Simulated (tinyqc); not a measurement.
# Changing the channel doping C_B

Model: two-dimensional dopant profile at a mask edge: lateral junction, overlap and effective channel length. Computed by tinyqc, a small Python program. Command: `OMP_NUM_THREADS=1 python tinyqc.py 3009168 3009169 out.jsonl lateral sweep`. One thread of a shared host (Intel(R) Xeon(R) Processor @ 2.30GHz), about 0.01 s of CPU time with the checks.

Ions enter for y < 0; the mask (spacer, then gate) covers y > 0. x is the depth. The surface reflects dopant during the anneal.

Inputs (values chosen for the exercise, modelled on a source-drain extension in silicon):
```
quantity               value    unit
dose Q                 4e+14  1/cm^2
projected range R_p        6      nm
vertical straggle        2.5      nm
lateral straggle         2.3      nm
anneal budget D t    1.5e-13    cm^2
gate length L_g           75      nm
offset spacer            3.7      nm
oxide thickness          1.7      nm
```

Constants: eps_0 = 8.8541878128e-12 F/m.

Method:
- Widths s_x^2 = (vertical straggle)^2 + 2 D t, s_y^2 = (lateral straggle)^2 + 2 D t. C(x, y) = V(x) (1/2) erfc(y/(sqrt2 s_y)), V(x) = Q/(sqrt(2 pi) s_x) [exp(-(x - R_p)^2/(2 s_x^2)) + exp(-(x + R_p)^2/(2 s_x^2))]; 1 nm = 1e-7 cm.
- The vertical junction far from the mask solves V(x) = C_B.
- The lateral junction at depth x solves C = C_B: y_j(x) = sqrt2 s_y erfc^-1(2 C_B/V(x)). Overlap under the gate = y_j(0) - spacer; metallurgical channel L_met = L_g - 2 overlap (tails from the two sides are not added).
- Abruptness at y_j(0) in nm per decade = ln(10) s_y sqrt(pi/2) exp(u^2) erfc(u), u = y_j/(sqrt2 s_y). Overlap capacitance per width = 3.9 eps_0 overlap/t_ox (zero if there is no overlap).

One run for each value; columns: (1) channel doping C_B (1/cm^3); (2) lateral junction y_j(0) (nm); (3) vertical junction x_j (nm); (4) metallurgical channel L_met (nm); (5) lateral abruptness (nm/decade):
```
(1)          (2)     (3)     (4)     (5)
3.00e+16  22.202  31.667  37.996  3.4404
6.80e+16  20.948  30.484  40.505  3.6224
1.50e+17  19.669  29.283  43.063  3.8278
3.40e+17  18.265  27.972  45.870  4.0801
7.70e+17  16.764  26.579  48.872  4.3868
1.70e+18  15.194  25.133  52.013  4.7572
8.90e+18  11.391  21.688  59.618  5.9463
2.00e+19   9.138  19.692  64.124  6.9389
```

Give the missing row, channel doping C_B (1/cm^3) = 3.90e+18.

Computed row; columns: (1) channel doping C_B (1/cm^3); (2) lateral junction y_j(0) (nm); (3) vertical junction x_j (nm); (4) metallurgical channel L_met (nm); (5) lateral abruptness (nm/decade):
```
(1)          (2)     (3)     (4)     (5)
3.90e+18  13.392  23.490  55.616  5.2604
```

Interpolating between the two neighbouring rows (the first column on a logarithmic scale, the others too where they are positive) misses most in lateral junction y_j(0) (nm), by 1.8 %. Over the rows, lateral junction y_j(0) (nm) falls from 22.2 to 9.14 (exponent d ln y / d ln x -0.071 between the first rows and -0.27 between the last); vertical junction x_j (nm) falls from 31.7 to 19.7 (exponent d ln y / d ln x -0.047 between the first rows and -0.12 between the last); metallurgical channel L_met (nm) rises from 38.0 to 64.1 (exponent d ln y / d ln x 0.078 between the first rows and 0.090 between the last). A heavier channel (or halo) pushes both junctions back along the tails, where the profile is less steep on a logarithmic scale.
